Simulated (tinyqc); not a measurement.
Valley splitting in a one-orbital chain of atomic planes (second-neighbour model), step by step. Values are carried at full precision from step to step, so a last printed digit may differ when a step is redone from the rounded ones.

Each (001) plane carries one orbital with energy e0, hopping v to the next plane and u to the second: E(phi) = e0 + 2 v cos(phi) + 2 u cos(2 phi), where phi = pi - k a/4 (the sign of every second orbital is chosen so that v > 0, which shifts the phase by pi). The minimum lies at cos(phi0) = -v/(4u), phi0 = pi - (pi/2) k0 for a valley at k0 (2 pi/a), and e0 puts it at zero. A slab of N planes has hard walls: the matrix simply ends.

Constants: hbar^2/2m0 = 3.80998211 eV angstrom^2.

Parameters, chosen for this exercise (near those of the Delta valleys of silicon; abrupt walls in this chain split the valleys several times more than measured wells; the results hold for these values, not for the real material): a = 5.438 angstrom (lattice constant; planes lie a/4 apart); k0 = 0.817 2 pi/a (position of the valley); ml = 0.91 m0 (longitudinal mass); N = 11 (planes in the small slab).

## Hoppings from the valley position and mass

The curvature at the minimum is d2E/dphi2 = 8 u sin^2(phi0) = (2c/ml)/(a/4)^2 with c = hbar^2/2m0; v = -4 u cos(phi0); e0 = 2u + v^2/(4u).

phi0 = 1.85825 rad
u = 0.61582 eV
v = 0.69837 eV
e0 = 1.42964 eV

## The bulk band

E at phi = j pi/10.

Band:
```
phi/pi  E (eV)
0.0     4.0580
0.1     3.7544
0.2     2.9402
0.3     1.8700
0.4     0.8648
0.5     0.1980
0.6     0.0016
0.7     0.2281
0.8     0.6802
0.9     1.0977
1.0     1.2645
```

## Hamiltonian of the slab

e0 on the diagonal, v and u on the first and second off-diagonals.

H (eV):
```
         1       2       3       4       5       6       7       8       9      10      11
1   1.4296  0.6984  0.6158       0       0       0       0       0       0       0       0
2   0.6984  1.4296  0.6984  0.6158       0       0       0       0       0       0       0
3   0.6158  0.6984  1.4296  0.6984  0.6158       0       0       0       0       0       0
4        0  0.6158  0.6984  1.4296  0.6984  0.6158       0       0       0       0       0
5        0       0  0.6158  0.6984  1.4296  0.6984  0.6158       0       0       0       0
6        0       0       0  0.6158  0.6984  1.4296  0.6984  0.6158       0       0       0
7        0       0       0       0  0.6158  0.6984  1.4296  0.6984  0.6158       0       0
8        0       0       0       0       0  0.6158  0.6984  1.4296  0.6984  0.6158       0
9        0       0       0       0       0       0  0.6158  0.6984  1.4296  0.6984  0.6158
10       0       0       0       0       0       0       0  0.6158  0.6984  1.4296  0.6984
11       0       0       0       0       0       0       0       0  0.6158  0.6984  1.4296
```

## Levels and the valley doublet

Diagonalise H. The two lowest levels are the doublet made from the valleys at +k0 and -k0; give their splitting, the weights of the lowest state, and its parity under reversal of the planes.

levels (eV): 0.1149  0.1455  0.4458  0.5069  0.9011  0.9745  1.1841  1.7190  2.5502  3.3208  3.8630

splitting = 30.67 meV

weights on the planes: 0.049  0.020  0.099  0.165  0.022  0.289  0.022  0.165  0.099  0.020  0.049

parity of the lowest state: even

The mean of the doublet lies 0.1302 eV above the bulk minimum, and level 3 lies 0.3156 eV above that mean; the weights oscillate from plane to plane because the two valleys interfere.

## Checks

- Mean of the doublet for 400 planes against the effective-mass level with W = 402 a/4 (meV): both 0.1383.

Program tinyqc; command `OMP_NUM_THREADS=1 python tinyqc.py 1452656 1452657 out.jsonl`; about 0.02 s on one thread of a shared Intel(R) Xeon(R) Processor @ 2.30GHz.
